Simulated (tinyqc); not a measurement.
# Power transistor in saturation, electro-thermal loop: what changes with what

One temperature T for the device, T = T0 + Rth P(T), with P(T) = V I0 (T/300 K)^(-al) [1 + kv (T - 300 K)/Vov]^2. The loop gain is Rth dP/dT; a solution is thermally stable when it is below one.

Inputs (values chosen for the exercise):
- T0 = 320 K (ambient temperature)
- V = 48 V (drain voltage)
- I0 = 0.52 A (saturation current at 300 K)
- al = 1.3 (exponent of the mobility)
- Vov = 1.2 V (overdrive at 300 K)
- kv = 1.1 mV/K (fall of the threshold with temperature)
- Rth = 4.6 K/W (thermal resistance)

Each table varies one quantity; the others keep the values above.

## Effect of the ambient temperature

P'(T) = P [-al/T + 2 kv/(Vov + kv (T - 300 K))], G = Rth P'. T is the lowest solution.

Result of one run:
```
T0 (K)  T (K)  P (W)        G
308     401.9  20.41  -0.1463
```

What becomes of these results when the ambient temperature T0 is changed from 308 to 260 K, all else the same?

Result of the changed run:
```
T0 (K)  T (K)  P (W)        G
260     360.7  21.89  -0.1880
```

The whole series:
```
T0 (K)  T (K)  P (W)        G
260     360.7  21.89  -0.1880
272     370.8  21.49  -0.1763
284     381.1  21.11  -0.1655
296     391.4  20.75  -0.1555
308     401.9  20.41  -0.1463
320     412.4  20.08  -0.1377
332     423.0  19.77  -0.1297
344     433.6  19.48  -0.1223
356     444.3  19.20  -0.1154
368     455.1  18.94  -0.1090
```

As T0 goes from 260 to 368 K, T rises from 360.7 to 455.1 K, the power falls from 21.9 to 18.9 W and the loop gain rises from -0.188 to -0.109.

## Effect of the drain voltage

Same model as above.

Result of one run:
```
V (V)  T (K)  P (W)         G
28     377.0  12.40  -0.09899
```

What becomes of these results when the drain voltage V is changed from 28 to 21 V, all else the same?

Result of the changed run:
```
V (V)  T (K)  P (W)         G
21     363.8  9.522  -0.08065
```

The whole series:
```
V (V)  T (K)  P (W)         G
8      337.6  3.818  -0.03651
11     343.8  5.183  -0.04812
15     352.0  6.955  -0.06217
21     363.8  9.522  -0.08065
28     377.0  12.40  -0.09899
38     395.1  16.33   -0.1205
53     420.8  21.90   -0.1450
72     451.3  28.55   -0.1668
```

As V goes from 8 to 72 V, T rises from 337.6 to 451.3 K, the power rises from 3.82 to 28.5 W and the loop gain falls from -0.0365 to -0.167.

Computed by the program tinyqc: `OMP_NUM_THREADS=1 python tinyqc.py 2520063 2520064 out.jsonl`, one thread of a shared Intel Xeon 2.30GHz, about 0.01 s for the whole run.
